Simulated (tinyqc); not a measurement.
# Ballistic conductance of a hard-wall wire of circular section by counting modes: two studies

Subband edges E_(l,s) = C (j_(l,s)/a)^2/m with j_(l,s) the s-th zero of the Bessel function J_l; levels with l > 0 count twice; C = hbar^2/(2 m0). Every mode transmits fully; spin gives the factor 2 in 2 q^2/h, valleys the factor gv.

Values chosen for this exercise:
- T = 4 K (temperature)
- m = 0.18 m0 (mass)
- gv = 1 (valleys)
- Ef = 0.329 eV (Fermi energy above the bulk band edge)
- a = 4.4 nm (radius)

Constants: q = 1.602176634e-19 C, kB = 1.380649e-23 J/K, hbar = 1.054571817e-34 J s, h = 6.62607015e-34 J s, m0 = 9.1093837015e-31 kg, Vt = kB T/q, hbar^2/(2 m0) = 0.0380998212 eV nm^2. Results are converted to the units shown.

Each table varies one quantity; the others keep the values above.

## Conductance against Fermi energy

G = (2 q^2/h) gv M; at zero temperature M counts the edges below Ef, at T it is the sum of degeneracy times f. The smooth (Sharvin) count is kF^2 A/(4 pi), kF = sqrt(m Ef/C), A = pi a^2, perimeter p = 2 pi a, and with the boundary term kF^2 A/(4 pi) - kF p/(4 pi). f = 1/(1 + exp((E_n - Ef)/Vt)).

Result of one run:
```
Ef (eV)	M at T = 0	M at T	smooth count	with boundary term	G (uS)
0.082	1	1.0000	1.8750	0.50571	77.481
```

What becomes of these results when the Fermi energy above the bulk band edge Ef is changed from 0.082 to 0.485 eV, all else the same?

Result of the changed run:
```
Ef (eV)	M at T = 0	M at T	smooth count	with boundary term	G (uS)
0.485	8	8.0000	11.090	7.7599	619.85
```

The whole series:
```
Ef (eV)	M at T = 0	M at T	smooth count	with boundary term	G (uS)
0.082	1	1.0000	1.8750	0.50571	77.481
0.14	1	1.0000	3.2013	1.4121	77.481
0.197	3	3.0000	4.5047	2.3822	232.44
0.255	3	3.0000	5.8309	3.4162	232.44
0.313	5	5.0000	7.1571	4.4819	387.40
0.37	6	6.0000	8.4605	5.5518	464.89
0.428	6	6.0000	9.7868	6.6584	464.89
0.485	8	8.0000	11.090	7.7599	619.85
0.543	10	10.000	12.416	8.8927	774.81
0.6	10	10.000	13.720	10.016	774.81
0.658	12	12.000	15.046	11.167	929.77
```

The integer count climbs from 1 to 12; the smooth count goes as Ef^(1.00). In the last row M at T is 20 % below the smooth count and 7.5 % above the count with the boundary term: hard walls push the wave away from the edge and cost modes. The largest gap between M at T and the integer count is below 0.001. In 7 of the 11 rows Ef exceeds 0.3 eV, where real bands are no longer parabolic.

## Conductance against size

Same model as above.

Conductance against size:
```
a (nm)	M at T = 0	M at T	smooth count	with boundary term	G (uS)
2.3	1	1.0000	2.0556	0.62187	77.481
3	1	1.0000	3.4973	1.6272	77.481
3.7	3	3.0000	5.3197	3.0133	232.44
4.4	5	5.0000	7.5230	4.7802	387.41
5.2	8	8.0000	10.507	7.2658	619.85
5.9	10	10.000	13.527	9.8488	774.81
6.6	12	12.000	16.927	12.813	929.77
7.3	17	17.000	20.708	16.157	1317.2
8.1	21	21.000	25.495	20.446	1627.1
8.8	23	23.000	30.092	24.606	1782.1
```

The integer count climbs from 1 to 23 in steps, and G from 77.5 to 1780 uS. In the last row M at T is 24 % below the smooth count and 6.5 % below the count with the boundary term: hard walls push the wave away from the edge and cost modes. The largest gap between M at T and the integer count is below 0.001. In every row Ef exceeds 0.3 eV, where real bands are no longer parabolic.

Numbers from tinyqc (`OMP_NUM_THREADS=1 python tinyqc.py 2740125 2740126 out.jsonl`; about 0.1 s on one thread of a shared Intel Xeon 2.30GHz).
